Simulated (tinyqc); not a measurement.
Inside a calculation. Method: CIS on RHF in the 3-21g basis, for H2, spin multiplicity 1. Computed by tinyqc, a small Python program that keeps every step (integrals from PySCF). Settings: charge = 0, multiplicity = 1, basis = 3-21g, method = RHF, energy threshold = 1e-10, iteration cap = 59, orthogonalisation = canonical, start = Wolfsberg-Helmholz matrix, DIIS depth = 6. Command: `OMP_NUM_THREADS=1 python tinyqc.py 27356 27357 out.jsonl` (the two numbers bound the seeds that draw the settings). One thread of a shared host (Intel(R) Xeon(R) Processor @ 2.60GHz), about 0.04 s of CPU time with the checks. The early iterations of the SCF are left out here.

## One-electron integrals

Geometry (angstrom):
```
atom       x       y       z
H     0.0000  0.0000  0.0000
H     0.0000  0.0000  1.1210
```

Basis 3-21g: exponents (1/bohr^2) and contraction coefficients of normalised primitives:
```
element  l (shell)  exponent  coefficient
H            s (1)    5.4472       0.1563
H            s (1)    0.8245       0.9047
H            s (2)    0.1832       1.0000
```

Overlap, kinetic and nuclear-attraction integrals over the contracted functions; the nuclear repulsion is the sum of Za Zb / Rab.

nuclear repulsion = 0.472058 hartree

overlap S, lower triangle:
```
        1H 1s   1H 2s   2H 1s   2H 2s
1H 1s  1.0000
1H 2s  0.6459  1.0000
2H 1s  0.1350  0.3277  1.0000
2H 2s  0.3277  0.6630  0.6459  1.0000
```

kinetic energy T (hartree), lower triangle:
```
         1H 1s   1H 2s   2H 1s   2H 2s
1H 1s   1.5494
1H 2s   0.2932  0.2748
2H 1s  -0.0527  0.0813  1.5494
2H 2s   0.0813  0.1323  0.2932  0.2748
```

nuclear attraction V (hartree), lower triangle:
```
         1H 1s    1H 2s    2H 1s    2H 2s
1H 1s  -2.1929
1H 2s  -1.0868  -1.1221
2H 1s  -0.2485  -0.5622  -2.1929
2H 2s  -0.5622  -0.7954  -1.0868  -1.1221
```

core Hamiltonian H = T + V (hartree), lower triangle:
```
         1H 1s    1H 2s    2H 1s    2H 2s
1H 1s  -0.6435
1H 2s  -0.7937  -0.8473
2H 1s  -0.3012  -0.4809  -0.6435
2H 2s  -0.4809  -0.6632  -0.7937  -0.8473
```

## Two-electron integrals

Functions are numbered as in S; the eight-fold symmetry (ij|kl) = (ji|kl) = (kl|ij) leaves the list below.

Two-electron integrals (ij|kl) in chemists' order, unique and non-zero (hartree):
```
(11|11) 1.1401   (21|11) 0.6114   (21|21) 0.3452   (22|11) 0.6264
(22|21) 0.3803   (22|22) 0.4830   (31|11) 0.1083   (31|21) 0.0638
(31|22) 0.0750   (31|31) 0.0187   (32|11) 0.1792   (32|21) 0.1120
(32|22) 0.1503   (32|31) 0.0363   (32|32) 0.0882   (33|11) 0.4699
(33|21) 0.3004   (33|22) 0.4264   (33|31) 0.1083   (33|32) 0.2999
(33|33) 1.1401   (41|11) 0.2999   (41|21) 0.1706   (41|22) 0.1904
(41|31) 0.0363   (41|32) 0.0654   (41|33) 0.1792   (41|41) 0.0882
(42|11) 0.3719   (42|21) 0.2286   (42|22) 0.2995   (42|31) 0.0553
(42|32) 0.1224   (42|33) 0.3719   (42|41) 0.1224   (42|42) 0.2123
(43|11) 0.3004   (43|21) 0.1909   (43|22) 0.2688   (43|31) 0.0638
(43|32) 0.1706   (43|33) 0.6114   (43|41) 0.1120   (43|42) 0.2286
(43|43) 0.3452   (44|11) 0.4264   (44|21) 0.2688   (44|22) 0.3778
(44|31) 0.0750   (44|32) 0.1904   (44|33) 0.6264   (44|41) 0.1503
(44|42) 0.2995   (44|43) 0.3803   (44|44) 0.4830
```

## Orthogonalisation

S = U s U^T; canonical form X = U s^(-1/2), so that X^T S X = 1. Each column of U has its largest component positive (the first on a tie).

eigenvalues of S: 0.1876  0.3902  1.0145  2.4077

X:
```
             1        2        3       4
1H 1s  -0.6941   0.8991   0.6354  0.2769
1H 2s   1.4778  -0.6877   0.2985  0.3619
2H 1s   0.6941   0.8991  -0.6354  0.2769
2H 2s  -1.4778  -0.6877  -0.2985  0.3619
```

## Iteration 8 (converged): orbitals

converged F (hartree), lower triangle:
```
         1H 1s    1H 2s    2H 1s    2H 2s
1H 1s   0.2461
1H 2s  -0.3938  -0.2957
2H 1s  -0.3392  -0.3731   0.2461
2H 2s  -0.3731  -0.3588  -0.3938  -0.2957
```

Diagonalise F' = X^T F X, C = X C', fill 1 alpha and 1 beta electrons from the bottom; D = 2 C_occ C_occ^T. Each column has its largest component positive (the first on a tie).

F' = X^T F X (hartree), lower triangle:
```
         1       2       3        4
1   0.9244
2   0.0000  1.1269
3  -0.4909  0.0000  0.4682
4   0.0000  0.0725  0.0000  -0.4932
```

orbital energies (hartree): MO1 -0.4964, MO2 0.1549, MO3 1.1301, MO4 1.2376

coefficients C:
```
          MO1      MO2      MO3      MO4
1H 1s  0.2365   0.1623   0.9105  -0.9270
1H 2s  0.3923   1.0465  -0.6709   1.0852
2H 1s  0.2365  -0.1623   0.9105   0.9270
2H 2s  0.3923  -1.0465  -0.6709  -1.0852
```

D after iteration 8, lower triangle:
```
        1H 1s   1H 2s   2H 1s   2H 2s
1H 1s  0.1119
1H 2s  0.1855  0.3077
2H 1s  0.1119  0.1855  0.1119
2H 2s  0.1855  0.3077  0.1855  0.3077
```

## Convergence

Stop when the energy changes by less than 1e-10 hartree and every element of the error matrix X^T (F D S - S D F) X is below 3e-06.

Course of the cycle:
```
iteration  E (hartree)     change  largest element of the error matrix
1            -1.044901          -                             2.50e-01
2            -1.067290  -2.24e-02                             3.89e-02
3            -1.067840  -5.50e-04                             3.40e-05
4            -1.067840  -3.49e-10                             1.39e-05
5            -1.067840  -4.26e-11                             8.76e-06
6            -1.067840  -1.31e-11                             6.39e-06
7            -1.067840  -5.65e-12                             5.03e-06
8            -1.067840  -9.18e-12                             1.20e-09
```

PySCF RHF in the same basis = -1.067840 hartree

Converged in 8 iterations.

## Integrals over molecular orbitals

(pq|rs) = sum C_ip C_jq C_kr C_ls (ij|kl), one index at a time.

one-electron integrals over orbitals h = C^T H C (hartree), lower triangle:
```
         1        2       3       4
1  -1.0435
2   0.0000  -0.6339
3  -0.1178   0.0000  0.1882
4   0.0000   0.1813  0.0000  0.2363
```

Two-electron integrals over orbitals (pq|rs), unique and non-zero (hartree):
```
(11|11) 0.5471    (21|21) 0.1244    (22|11) 0.4566    (22|22) 0.4269
(31|11) 0.1178    (31|22) 0.0768    (31|31) 0.0880    (32|21) 0.0298
(32|32) 0.0462    (33|11) 0.5150    (33|22) 0.4374    (33|31) 0.1238
(33|33) 0.5154    (41|21) -0.0773   (41|32) -0.0606   (41|41) 0.0967
(42|11) -0.1293   (42|22) -0.0800   (42|31) -0.0816   (42|33) -0.1317
(42|42) 0.0863    (43|21) -0.1417   (43|32) -0.0635   (43|41) 0.1241
(43|43) 0.2043    (44|11) 0.5490    (44|22) 0.4678    (44|31) 0.1579
(44|33) 0.5531    (44|42) -0.1579   (44|44) 0.6109
```

## CIS matrix, singlets

A(ia,jb) = (e_a - e_i) d_ij d_ab + 2 (ia|jb) - (ij|ab).

CIS matrix A, singlet (hartree), lower triangle:
```
         1>2     1>3     1>4
1>2   0.4435
1>3   0.0000  1.2876
1>4  -0.0253  0.0000  1.3784
```

## CIS singlet states

dipole integrals <i|r|a> (bohr):
```
          x       y        z
1>2  0.0000  0.0000  -1.2937
1>3  0.0000  0.0000   0.0000
1>4  0.0000  0.0000  -0.0112
```

Diagonalise A (1 hartree = 27.211386 eV); each vector has its largest component positive (the first on a tie). The transition dipole is mu = sqrt2 sum c_ia <i|r|a>.

singlet excitation energies (eV): 12.0497  35.0369  37.5280

lowest vectors:
```
     state 1  state 2  state 3
1>2   0.9996   0.0000  -0.0270
1>3   0.0000   1.0000   0.0000
1>4   0.0270   0.0000   0.9996
```

oscillator strengths 2/3 w |mu|^2: 0.9879  0.0000  0.0010

## CIS matrix, triplets

A(ia,jb) = (e_a - e_i) d_ij d_ab - (ij|ab).

CIS matrix A, triplet (hartree), lower triangle:
```
        1>2     1>3     1>4
1>2  0.1948
1>3  0.0000  1.1115
1>4  0.1293  0.0000  1.1851
```

## CIS triplet states

Diagonalise A (1 hartree = 27.211386 eV); each vector has its largest component positive (the first on a tie).

triplet excitation energies (eV): 4.8481  30.2461  32.6987

lowest vectors:
```
     state 1  state 2  state 3
1>2   0.9919   0.0000   0.1274
1>3   0.0000   1.0000   0.0000
1>4  -0.1274   0.0000   0.9919
```
